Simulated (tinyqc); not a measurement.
# Elastic trap-assisted tunnelling through a dielectric: current against voltage

Emitter at x = 0 (Fermi level 0), collector at x = t (Fermi level -V), band edge U(x) = phi - F x, F = V/t. A trap at x has the energy E = U(x) - Et. With G(u) = (4/(3 F)) sqrt(mo/C) max(u, 0)^1.5, C = hbar^2/(2 m0): S1 = G(phi - E) - G(Et), S2 = G(Et) - G(phi - V - E), T1,2 = exp(-S1,2). The steady rate through one trap is nu T1 T2 (f1 - f2)/(T1 + T2), f1 = f(E), f2 = f(E + V), f(y) = 1/(1 + exp(y/Vt)); both contacts offer states at E.

J = q Nt times the integral of the rate over x. Direct S = (4/(3 F)) sqrt(mo/C) [phi^1.5 - max(phi - V, 0)^1.5].

Values chosen for this exercise; dielectric values close to those of silicon dioxide:
```
symbol   value   unit                                           meaning
T          300      K                                       temperature
phi       3.18     eV             barrier above the emitter Fermi level
mo        0.51     m0                                   tunnelling mass
t          4.3     nm                                         thickness
Et        3.01     eV  trap depth below the band edge of the dielectric
Nt      2.9e18  cm^-3                                      trap density
nu        1e13    1/s                                 attempt frequency
```

Constants: q = 1.602176634e-19 C, kB = 1.380649e-23 J/K, hbar = 1.054571817e-34 J s, m0 = 9.1093837015e-31 kg, Vt = kB T/q, hbar^2/(2 m0) = 0.0380998212 eV nm^2. Results are converted to the units shown.

Current against voltage:
```
V (V),J (A/cm^2),x of the peak over t,larger S there,direct S
0.3,2.46e-8,0.496,27.4,54.8
0.79,8.80e-8,0.482,27.3,52.5
1.28,1.02e-7,0.471,27.2,50.0
1.78,1.29e-7,0.459,27.0,47.3
2.27,1.77e-7,0.447,26.8,44.4
2.76,2.70e-7,0.434,26.4,41.0
3.25,4.75e-7,0.420,26.0,36.6
3.75,1.11e-6,0.403,25.4,31.7
4.24,5.77e-6,0.381,24.6,28.1
4.73,5.91e-5,0.128,23.2,25.1
```

J rises from 2.46e-8 to 5.91e-5 A/cm^2, by 1.13 decades a volt between the first two rows and 2.06 between the last two. The position of the peak falls from 0.496 to 0.128 of t; only traps beyond x/t = (phi - Et)/V lie below the emitter Fermi level, with phi - Et = 0.170 eV. It jumps from 0.381 to 0.128 between V = 4.24 and 4.73 V. For V = 4.73 the field exceeds 10 MV/cm.

Range of the model: Phonon-assisted (inelastic) capture, chains of traps and a spread of trap depths are left out.

Computed by the program tinyqc: `OMP_NUM_THREADS=1 python tinyqc.py 2370085 2370086 out.jsonl`, one thread of a shared Intel Xeon 2.30GHz, about 0.04 s for the whole run.
